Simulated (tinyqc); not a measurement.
# Born-Mayer model of an ionic crystal AB, step by step

A worked calculation. Computed by tinyqc, a small Python program that keeps every step. Command: `OMP_NUM_THREADS=1 python tinyqc.py 3013959 3013960 out.jsonl bornmayer walk`. One thread of a shared host (Intel(R) Xeon(R) Processor @ 2.30GHz), about 0.01 s of CPU time with the checks. Intermediate numbers are printed to about 7 digits and carried at full precision; extremes and crossings named in words are read from the listed rows.

Energies are per ion pair and r is the nearest distance of unlike ions.

Inputs (values chosen for the exercise, for a model salt):
```
quantity                 value      unit
ionic charge z               1         -
unlike repulsion lambda    460        eV
range rho                0.288  angstrom
pressure P                   0       GPa
```

Structure: rock salt. Short range: nearest neighbours only.

Constants: e^2/(4 pi eps_0) = 14.39964548 eV angstrom; 1 eV/angstrom^3 = 160.2176634 GPa.

## Equilibrium distance at zero pressure

Madelung constant M, unlike neighbours z1, like neighbours z2 at f r, volume per pair: rock salt 1.747565, 6, 12, sqrt2, 2 r^3; caesium chloride 1.762675, 8, 6, 2/sqrt3, 8 r^3/(3 sqrt3); zinc blende 1.638055, 4, 12, sqrt(8/3), 16 r^3/(3 sqrt3). U(r) = -M z^2 e^2/(4 pi eps_0 r) + z1 lambda exp(-r/rho). Newton steps on g(r) = U'(r), from r = 9 rho: r(new) = r - U'(r)/U''(r), with the move limited to 0.3 angstrom. Where U'' is negative, move 0.3 angstrom downhill. Stop when |U'| is below 1e-9.

Newton steps:
```
step  r (angstrom)  U' (eV/angstrom)  U'' (eV/angstrom^2)
1         2.592000      2.562869e+00              1.21644
2         2.292000      1.438593e+00              7.45766
3         2.099099     -8.374558e-01             17.29655
4         2.147516     -7.872310e-02             14.13778
5         2.153084     -9.182614e-04             13.80908
6         2.153151     -1.291749e-07             13.80519
7         2.153151     -4.440892e-15             13.80519
```

equilibrium distance r0 = 2.153151 angstrom

## Terms of the lattice energy

The formulas are those given above.

terms (eV): Coulomb -11.68721, unlike repulsion 1.56325

lattice energy U = -10.12395 eV per pair

The short-range terms together cancel 13.4 % of the Coulomb energy, which is rho/r0 = 0.1338: U = -(M z^2 e^2/(4 pi eps_0 r0))(1 - rho/r0).

## Bulk modulus

B = U''(r0)/(9 c r0), with the volume written as c r^3.

U''(r0) = 13.80519 eV/angstrom^2

bulk modulus B = 57.06974 GPa

## Under pressure

With the volume written as c r^3, under pressure take the root at the minimum of the enthalpy and solve U'(r) + 3 c r^2 P = 0; H = U + P V; B = (U'' - 2 U'/r)/(9 c r).

distance at P = 2.153151 angstrom

volume at P = 19.96427 angstrom^3

enthalpy at P = -10.12395 eV per pair

bulk modulus at P = 57.06974 GPa

P is zero, so these repeat the values above.

## Three structures under pressure

The formulas are those given above.

Enthalpy (eV per pair):
```
P (GPa)  rock salt  caesium chloride  zinc blende
0        -10.12395         -9.792674    -10.02226
2         -9.87887         -9.573488     -9.71371
5         -9.52489         -9.255491     -9.27360
10        -8.96424         -8.749067     -8.58636
20        -7.92434         -7.803060     -7.33362
40        -6.06009         -6.091892     -5.13309
70        -3.59608         -3.809565     -2.28081
100       -1.38594         -1.747704      0.24035
```

volumes at zero pressure (angstrom^3): rock salt 19.96427, caesium chloride 17.81690, zinc blende 25.28762

At zero pressure the order is rock salt < zinc blende < caesium chloride. Between 20 and 40 GPa the lowest enthalpy passes from rock salt to caesium chloride. Pressure favours the denser structure, through P V. The Madelung constants, the number of repulsive contacts and the volumes (20.0, 17.8, 25.3 angstrom^3 at P = 0) all matter. Caution: rigid ions with fixed charges leave out polarisation and covalency, so such models often misplace transition pressures.

Checks made by the program: Madelung constant against an Ewald sum (relative difference 2e-07); Newton against bracketing (relative difference below 1e-10).
